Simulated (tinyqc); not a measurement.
# Film and buried-oxide thickness from two coupling ratios

Inverse problem. In a depleted film -dVT/dVb is k1 = Cs Cbox/(Cox (Cs + Cbox)) for a front channel and k2 = Cbox (Cox + Cs)/(Cox Cs) for a back channel, with Cox = eps0 eox/tox, Cs = eps0 eps_r/ts, Cbox = 3.9 eps0/tb. Find ts and tb.

Values chosen for this exercise; band and dielectric values close to those of silicon:
- eps_r = 11.9 (relative permittivity)
- eox = 3.9 (relative permittivity of the gate insulator (close to silicon dioxide))
- tox = 1.7 nm (insulator thickness)

coupling ratios for a front and a back channel: 0.024077601  0.079179732

Solution. With y = Cox/Cs and z = Cox/Cbox, 1/k1 = y + z and k2 = (1 + y)/z, so y = (k2/k1 - 1)/(1 + k2); the thicknesses follow from y and z.

ts = 11.00 nm
tb = 67.00 nm

Computed by the program tinyqc: `OMP_NUM_THREADS=1 python tinyqc.py 2190081 2190082 out.jsonl`, one thread of a shared Intel Xeon 2.30GHz, about 0.3 s for the whole run.
